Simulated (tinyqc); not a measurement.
RKS/BLYP in the cc-pvdz basis, for He, spin multiplicity 1, step by step. One step of it, computed by the program tinyqc.

Problem. Iteration 1: building the Kohn-Sham matrix. J_ij = sum D_kl (ij|kl); F = H + J + V_xc; E = tr D H + tr D J / 2 + E_xc + E_nn.

D at the start:
```
           1He 1s    1He 2s   1He 2px   1He 2py   1He 2pz
1He 1s   1.028068  0.541462  0.000000  0.000000  0.000000
1He 2s   0.541462  0.285177  0.000000  0.000000  0.000000
1He 2px  0.000000  0.000000  0.000000  0.000000  0.000000
1He 2py  0.000000  0.000000  0.000000  0.000000  0.000000
1He 2pz  0.000000  0.000000  0.000000  0.000000  0.000000
```

core Hamiltonian H = T + V (hartree):
```
            1He 1s     1He 2s   1He 2px   1He 2py   1He 2pz
1He 1s   -1.880253  -1.545789  0.000000  0.000000  0.000000
1He 2s   -1.545789  -1.294671  0.000000  0.000000  0.000000
1He 2px   0.000000   0.000000  0.784997  0.000000  0.000000
1He 2py   0.000000   0.000000  0.000000  0.784997  0.000000
1He 2pz   0.000000   0.000000  0.000000  0.000000  0.784997
```

Two-electron integrals (ij|kl) in chemists' order, unique and non-zero (hartree):
```
(11|11) 1.543036   (21|11) 0.784979   (21|21) 0.426774   (22|11) 0.803460
(22|21) 0.475908   (22|22) 0.615562   (31|31) 0.177307   (32|31) 0.142524
(32|32) 0.130008   (33|11) 1.099799   (33|21) 0.627782   (33|22) 0.734404
(33|33) 1.040531   (41|41) 0.177307   (42|41) 0.142524   (42|42) 0.130008
(43|43) 0.063706   (44|11) 1.099799   (44|21) 0.627782   (44|22) 0.734404
(44|33) 0.913119   (44|44) 1.040531   (51|51) 0.177307   (52|51) 0.142524
(52|52) 0.130008   (53|53) 0.063706   (54|54) 0.063706   (55|11) 1.099799
(55|21) 0.627782   (55|22) 0.734404   (55|33) 0.913119   (55|44) 0.913119
(55|55) 1.040531
```

nuclear repulsion = 0 hartree

V_xc (hartree):
```
            1He 1s     1He 2s    1He 2px    1He 2py    1He 2pz
1He 1s   -0.933865  -0.441250   0.000000   0.000000   0.000000
1He 2s   -0.441250  -0.391852   0.000000   0.000000   0.000000
1He 2px   0.000000   0.000000  -0.586339   0.000000   0.000000
1He 2py   0.000000   0.000000   0.000000  -0.586339   0.000000
1He 2pz   0.000000   0.000000   0.000000   0.000000  -0.586339
```

E_xc = sum of w rho eps_xc = -1.21387839 hartree

Give: Coulomb J; Kohn-Sham matrix F; total energy of this density.

Solution.

Coulomb J (hartree):
```
         1He 1s  1He 2s  1He 2px  1He 2py  1He 2pz
1He 1s   2.6655  1.4049   0.0000   0.0000   0.0000
1He 2s   1.4049  1.5169   0.0000   0.0000   0.0000
1He 2px  0.0000  0.0000   2.0199   0.0000   0.0000
1He 2py  0.0000  0.0000   0.0000   2.0199   0.0000
1He 2pz  0.0000  0.0000   0.0000   0.0000   2.0199
```

Kohn-Sham matrix F (hartree):
```
          1He 1s   1He 2s  1He 2px  1He 2py  1He 2pz
1He 1s   -0.1486  -0.5821   0.0000   0.0000   0.0000
1He 2s   -0.5821  -0.1696   0.0000   0.0000   0.0000
1He 2px   0.0000   0.0000   2.2186   0.0000   0.0000
1He 2py   0.0000   0.0000   0.0000   2.2186   0.0000
1He 2pz   0.0000   0.0000   0.0000   0.0000   2.2186
```

total energy of this density = -2.842913 hartree
